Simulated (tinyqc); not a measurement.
MOSFET in the linear regime without short-channel effects, parameter extraction from computed curves: one step of the calculation.

Inversion charge Q = Cox n Vt W0(exp((Vg - VT)/(n Vt))), W0 the Lambert function and n = nf; u = Q/Cox; mobility mu = mu0/(1 + th1 u + th2 u^2); channel resistance Rch = (L - dL)/(W mu Q); Id = Vd/(Rch + Rsd/W). Cox = eps0 eox/tox. Small Vd, no channel-length or drain effects.

Problem. The Y function. Y_i = Id_i/sqrt(gm_i). For Id = beta Vd x/(1 + th x), x = Vg - VT, Y = sqrt(beta Vd) x whatever th. Slope s from points 5 and 8; VT_Y = Vg - Y/s at point 8; beta = s^2/Vd; mobility beta L/(W Cox) with the drawn L; th* = (beta Vd x/Id - 1)/x at point 8.

Inputs (values chosen for the exercise); channel values of the order met in silicon transistors: relative permittivity of the gate insulator (close to silicon dioxide) eox = 3.9; insulator thickness tox = 1.1 nm; low-field mobility mu0 = 130 cm^2/(V s); second mobility attenuation factor th2 = 0.19 1/V^2; gate width W = 1 um; drawn gate length L = 0.14 um; drawn less effective length dL = 0.003 um; drain voltage Vd = 0.01 V.

Constants: eps0 = 8.8541878128e-14 F/cm where lengths are in cm. Results are converted to the units shown.

Vg, point 0 to 9 (V): [0.24, 0.39, 0.54, 0.69, 0.84, 0.99, 1.14, 1.29, 1.44, 1.59]
Id, point 0 to 9 (uA): [8.1357290e-4, 0.030737436, 0.68373082, 3.0657907, 5.9820707, 8.7184202, 11.112059, 13.143151, 14.834864, 16.223786]
gm, point 1 to 8 (uS): [2.2763908, 10.116844, 17.661133, 18.842098, 17.099961, 14.749101, 12.409349, 10.268785]

Find: Y; s; VT_Y; beta; mobility from Y; th*.

Solution.

Y, point 1 to 8 (uA^0.5 V^0.5): [0.02037, 0.2150, 0.7295, 1.378, 2.108, 2.893, 3.731, 4.629]
s = 5.602 uA^0.5 V^-0.5
VT_Y = 0.6137 V
beta = 3139 uA/V^2
mobility from Y = 140.0 cm^2/(V s)
th* = 0.9055 1/V

The mobility from Y is 5.4 % above mu0 L/(L - dL) = 133 cm^2/(V s), which it should reach in deep inversion when th2 = 0.

tinyqc, about 0.01 s, one thread, Intel Xeon 2.30GHz (shared host): `OMP_NUM_THREADS=1 python tinyqc.py 2210073 2210074 out.jsonl`
